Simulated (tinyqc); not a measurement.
Thermionic-field emission through a Schottky barrier, WKB: one step of the calculation.

Metal on an n-type semiconductor with one parabolic valley; V > 0 is forward bias (metal positive). Energies E are counted from the conduction edge of the neutral semiconductor, whose Fermi level lies at -xi; that of the metal lies at -xi - V. The barrier is a parabola of height Vd = phi - xi - V (depletion approximation, no image force).

Problem. Current density on a coarse grid. For E < Vd, ln T(E) = -(Vd/E00) [sqrt(1 - y) - y ln((1 + sqrt(1 - y))/sqrt(y))], y = E/Vd; T(E) = 1 above. J = A* T (q/kB) int_0^infinity T(E) N(E) dE, N = ln[(1 + exp((-xi - E)/Vt))/(1 + exp((-xi - V - E)/Vt))], A* = 4 pi q me m0 kB^2/h^3 (times 1e-4 for A/(cm^2 K^2)). Simpson's rule on nE equally spaced points from 0 to Eb.

Inputs (values chosen for the exercise); band and dielectric values close to those of 4H silicon carbide: temperature T = 200 K; electron mass me = 0.37 m0; bias V = 0.46 V; points of the energy grid nE = 11; upper end of the energy grid Eb = 1 eV.

Constants: q = 1.602176634e-19 C, kB = 1.380649e-23 J/K, h = 6.62607015e-34 J s, m0 = 9.1093837015e-31 kg, Vt = kB T/q. Results are converted to the units shown.

xi = 0.037275582 eV
Vd = 0.90272442 V
E00 = 5.7442097 meV

Find: E; T(E); N; T(E) N; J.

Solution.

E, point 0 to 10 (eV): [0.0000, 0.1000, 0.2000, 0.3000, 0.4000, 0.5000, 0.6000, 0.7000, 0.8000, 0.9000, 1.0000]
T(E), point 0 to 10: [5.6101e-69, 9.5422e-52, 5.5059e-40, 1.8677e-30, 1.7157e-22, 8.3141e-16, 2.9234e-10, 8.2473e-6, 0.016277, 0.98277, 1.0000]
N, point 0 to 10: [0.10885, 3.4732e-4, 1.0493e-6, 3.1698e-9, 9.5750e-12, 2.8924e-14, 8.7370e-17, 2.6392e-19, 7.9723e-22, 2.4082e-24, 7.2745e-27]
T(E) N, point 0 to 10: [6.1068e-70, 3.3142e-55, 5.7776e-46, 5.9202e-39, 1.6428e-33, 2.4047e-29, 2.5542e-26, 2.1766e-24, 1.2976e-23, 2.3667e-24, 7.2745e-27]
J = 1.5199e-16 A/cm^2

The integrand peaks at E = 0.800 eV among these points, 0.89 of the barrier height.

Range of the model: One isotropic valley is assumed; bands with several valleys have a larger Richardson constant and Nc. The depletion approximation, a parabolic band and the neglect of image-force lowering make these currents estimates at high doping.

Program tinyqc, `OMP_NUM_THREADS=1 python tinyqc.py 2640144 2640145 out.jsonl`; Intel Xeon 2.30GHz, shared host, one thread, about 0.06 s.
